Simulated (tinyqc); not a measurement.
Koster-Slater impurity in a tight-binding band, by Green functions and by supercells. Changing the energy inside the band E. Computed by tinyqc, a small Python program. Command: `OMP_NUM_THREADS=1 python tinyqc.py 3007551 3007552 out.jsonl kosterslater sweep`. One thread of a shared host (Intel(R) Xeon(R) Processor @ 2.30GHz), about 0.03 s of CPU time with the checks.

One orbital per site, e(k) = -2 t sum cos(k_i) over 2 direction(s), band from -4 t to 4 t, lattice constant 1. One site has the extra energy U. Spin is left out.

Inputs (values chosen for the exercise, for a model band):

| quantity | value | unit |
|---|---|---|
| hopping t | 1.6 | eV |
| impurity potential U | -8.06 | eV |
| broadening eta | 0.24 | eV |
| impurity concentration c | 0.002 | per site |

Lattice: square.

Constants: hbar = 6.582119569e-16 eV s.

Method. Inside the band G0(z), z = E + i eta, comes from the chain form 1/(sqrt(y - 2t) sqrt(y + 2t)) (principal roots) at y = z + 2 t cos k, averaged over k in (0, pi) with 200 Gauss-Legendre points. T = U/(1 - U G0); phase shift delta = -arg(1 - U G0) in (-pi, pi]; host density of states -Im G0/pi; on the impurity -Im[G0/(1 - U G0)]/pi; lifetime of a band state hbar/(-2 c Im T).

One run for each value:

| energy inside the band E (eV) | host density of states (1/eV) | density of states on the impurity (1/eV) | phase shift delta (rad) | scattering lifetime (fs) |
|---|---|---|---|---|
| -6.080 | 0.04176 | 0.020395 | 2.3101 | 39.53 |
| -4.730 | 0.05585 | 0.025025 | 1.8991 | 32.22 |
| -3.380 | 0.06595 | 0.022849 | 1.7559 | 35.29 |
| -2.030 | 0.08098 | 0.019071 | 1.6698 | 42.28 |
| -0.676 | 0.11331 | 0.013765 | 1.5681 | 58.58 |
| 0.676 | 0.11331 | 0.009286 | 0.9638 | 86.82 |
| 2.030 | 0.08098 | 0.008938 | 0.7494 | 90.21 |
| 3.380 | 0.06595 | 0.008105 | 0.6254 | 99.48 |
| 4.730 | 0.05585 | 0.006845 | 0.5179 | 117.78 |
| 6.080 | 0.04176 | 0.004216 | 0.3427 | 191.22 |

What does the table show?

Over the rows, host density of states (1/eV) goes from 0.0418 through a maximum among these rows, 0.113 at -0.676, to 0.0418; density of states on the impurity (1/eV) goes from 0.0204 through a maximum among these rows, 0.0250 at -4.73, to 0.00422; phase shift delta (rad) falls from 2.31 to 0.343.

Extremes, crossings and ranges named in words are read from the listed rows.
